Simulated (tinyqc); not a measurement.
Thickness: WKB tunnelling through a gate dielectric with a two-band (Franz) dispersion.

At depth x the conduction edge lies u(x) = phi - V x/t above the electron. Parabolic: kappa = sqrt(m u/c). Franz: kappa = sqrt(m u (1 - u/Eg)/c), which vanishes at both band edges. c = hbar^2/2m0. T = exp(-2 integral of kappa dx) over the region u > 0; no image force, no prefactor, zero transverse momentum. The region ends at x_e = min(t, phi t/V); x_e < t is the Fowler-Nordheim regime.

Constants: hbar^2/2m0 = 3.80998211 eV angstrom^2.

Parameters, chosen for this exercise (of the size used for HfO2 on silicon; shifted at random, so the results belong to these values and not to a real crystal):
- Eg = 5.76 eV (gap of the dielectric)
- phi = 1.56 eV (barrier above the electron energy at the emitter)
- m = 0.2 m0 (mass at the conduction edge)
- V = 4.6 V (voltage across the layer)

The same voltage across layers of other thickness. The last column is the thickness that changes T by a factor of ten, ln(10)/(2 I/t).

Transmission:

| t (angstrom) | field (MV/cm) | T parabolic | T Franz | angstrom per decade, Franz |
|---|---|---|---|---|
| 8 | 57.50 | 0.355 | 0.388 | 19.462 |
| 10 | 46.00 | 0.274 | 0.306 | 19.462 |
| 12 | 38.33 | 0.212 | 0.242 | 19.462 |
| 15 | 30.67 | 0.144 | 0.170 | 19.462 |
| 25 | 18.40 | 0.0394 | 0.0519 | 19.462 |
| 30 | 15.33 | 0.0206 | 0.0287 | 19.462 |
| 40 | 11.50 | 0.00565 | 0.00880 | 19.462 |

Give the missing row, t (angstrom) = 20.

Computed row:
```
t (angstrom)  field (MV/cm)  T parabolic  T Franz  angstrom per decade, Franz
20                    23.00       0.0752   0.0938                      19.462
```

At fixed voltage the exponent is proportional to t: T falls tenfold for each 19.46 angstrom. The ratio of Franz to parabolic grows with t, from 1.09 at 8 to 1.56 at 40 angstrom. Rows with T above about 0.05 are outside the range of WKB without a prefactor. V exceeds phi, so every row is in the Fowler-Nordheim regime. Fields above about 7 MV/cm (8 of the rows) are past breakdown; those rows are an exercise.

Computed by tinyqc, a small Python program: `OMP_NUM_THREADS=1 python tinyqc.py 1450594 1450595 out.jsonl` (the numbers bound the seed that draws the inputs); one thread of a shared host (Intel(R) Xeon(R) Processor @ 2.30GHz), about 0.01 s for the whole set of steps.
